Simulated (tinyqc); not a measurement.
Inside a calculation. Method: RKS/BLYP in the sto-3g basis, for H3-, spin multiplicity 1. The basis has no diffuse functions, so it cannot describe the extra electron: this is an exercise in the method, not the real anion. One step of it, computed by the program tinyqc.

Question. Iteration 2: building the Kohn-Sham matrix. J_ij = sum D_kl (ij|kl); F = H + J + V_xc; E = tr D H + tr D J / 2 + E_xc + E_nn.

D after iteration 1, order 1H 1s, 2H 1s, 3H 1s:
```
[[0.694043, 0.413692, 0.431157],
 [0.413692, 1.364582, -0.859934],
 [0.431157, -0.859934, 1.396473]]
```

core Hamiltonian H = T + V (hartree), order 1H 1s, 2H 1s, 3H 1s:
```
[[-1.398518, -0.753784, -0.705900],
 [-0.753784, -1.198525, -0.195234],
 [-0.705900, -0.195234, -1.179644]]
```

Two-electron integrals (ij|kl) in chemists' order, unique and non-zero (hartree):
```
(11|11) 0.774606   (21|11) 0.270130   (21|21) 0.124367   (22|11) 0.450026
(22|21) 0.270130   (22|22) 0.774606   (31|11) 0.250042   (31|21) 0.084631
(31|22) 0.141609   (31|31) 0.108495   (32|11) 0.059199   (32|21) 0.024628
(32|22) 0.049573   (32|31) 0.023194   (32|32) 0.005906   (33|11) 0.435305
(33|21) 0.148271   (33|22) 0.255917   (33|31) 0.250042   (33|32) 0.049573
(33|33) 0.774606
```

nuclear repulsion = 1.20733611 hartree

V_xc (hartree), order 1H 1s, 2H 1s, 3H 1s:
```
[[-0.461913, -0.193039, -0.178971],
 [-0.193039, -0.489725, -0.041724],
 [-0.178971, -0.041724, -0.489960]]
```

E_xc = sum of w rho eps_xc = -1.49695109 hartree

Give: Coulomb J; Kohn-Sham matrix F; total energy of this density.

Answer.

Coulomb J (hartree), order 1H 1s, 2H 1s, 3H 1s:
```
[[2.0969, 0.8967, 0.8396],
 [0.8967, 1.9871, 0.2082],
 [0.8396, 0.2082, 1.9861]]
```

Kohn-Sham matrix F (hartree), order 1H 1s, 2H 1s, 3H 1s:
```
[[0.2365, -0.0501, -0.0452],
 [-0.0501, 0.2988, -0.0288],
 [-0.0452, -0.0288, 0.3165]]
```

total energy of this density = -1.415531 hartree

This density is a damped mixture and is not idempotent.
